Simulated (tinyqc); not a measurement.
From results back to parameters: sp3s* tight binding. Three cases, with inputs chosen for the exercise.

Problem. Without spin-orbit coupling the s levels at Gamma are the roots of [[Esa, Vss], [Vss, Esc]], the p levels those of [[Epa, Vxx], [Vxx, Epc]], and the doubly degenerate valence level at X is the lower root of [[Epa, Vxy], [Vxy, Epc]]. The atomic differences are given; the levels below come from hidden parameters.

Find: Esa, Esc, Epa, Epc; |Vss|, |Vxx|, |Vxy|.

Method. The mean of a pair of roots is the mean of the two levels, which with the given difference fixes both; half the splitting, squared, less a quarter of the squared difference is V^2. At X the lower root lies sqrt((dEp/2)^2 + Vxy^2) below the mean p level.

Case 1.

Values chosen (out of a larger set: near a published set for GaAs, fitted to gaps, whose masses and valley positions are rough; spin-orbit coupling, where it is added without a refit, lifts the valence top and shrinks all gaps by about a third of the splitting; not measured data): dEs = 5.657 eV (Esc - Esa); dEp = 2.613 eV (Epc - Epa).

s levels at Gamma (eV): -12.47029  1.57529

p levels at Gamma (eV): -0.01453  4.71153

valence level X5 = -2.87067 eV

Solution.

Esa, Esc, Epa, Epc (eV): -8.276  -2.619  1.042  3.655

|Vss|, |Vxx|, |Vxy| (eV): 6.428  1.969  5.053

Case 2.

Values chosen (out of a larger set: near a published set for GaAs, fitted to gaps, whose masses and valley positions are rough; not measured data): dEs = 5.673 eV (Esc - Esa); dEp = 2.63 eV (Epc - Epa).

s levels at Gamma (eV): -12.52933  1.54833

p levels at Gamma (eV): -0.00394  4.70994

valence level X5 = -2.88573 eV

Solution.

Esa, Esc, Epa, Epc (eV): -8.327  -2.654  1.038  3.668

|Vss|, |Vxx|, |Vxy| (eV): 6.442  1.956  5.071

Case 3.

Values chosen (out of a larger set: near a published set for GaP, fitted to gaps, whose masses and valley positions are rough; not measured data): dEs = 5.921 eV (Esc - Esa); dEp = 2.994 eV (Epc - Epa).

s levels at Gamma (eV): -13.18497  2.87997

p levels at Gamma (eV): -0.00111  5.24511

valence level X5 = -2.74020 eV

Solution.

Esa, Esc, Epa, Epc (eV): -8.113  -2.192  1.125  4.119

|Vss|, |Vxx|, |Vxy| (eV): 7.467  2.154  5.149

Computed by tinyqc, one run a case: `OMP_NUM_THREADS=1 python tinyqc.py N N+1 out.jsonl` with N = 1482430, 1482435, 1482614; one thread of a shared Intel(R) Xeon(R) Processor @ 2.30GHz, about 0.1 s a run at most.
